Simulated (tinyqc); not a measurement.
Junction parameters from two forward currents.

Inverse problem. D(v) = J1 (exp(v/Vt) - 1) + J2 (exp(v/(2 Vt)) - 1). Find J1, J2 and the voltage 2 Vt ln(J2/J1) near which both parts are equal.

Parameters, values chosen for the exercise:
```
symbol,value,unit,meaning
T,398,K,temperature
```

Constants: q = 1.602176634e-19 C, kB = 1.380649e-23 J/K, Vt = kB T/q. Results are converted to the units shown.

junction voltages (V): 0.3  0.69
currents (uA/um): 4.4076303e-6  0.0031655192

Solution. The current is linear in J1 and J2, so two points give two equations.

J1 = 3.40e-12 uA/um
J2 = 5.60e-8 uA/um
crossover = 0.666 V

tinyqc, about 0.2 s, one thread, Intel Xeon 2.30GHz (shared host): `OMP_NUM_THREADS=1 python tinyqc.py 2182066 2182067 out.jsonl`
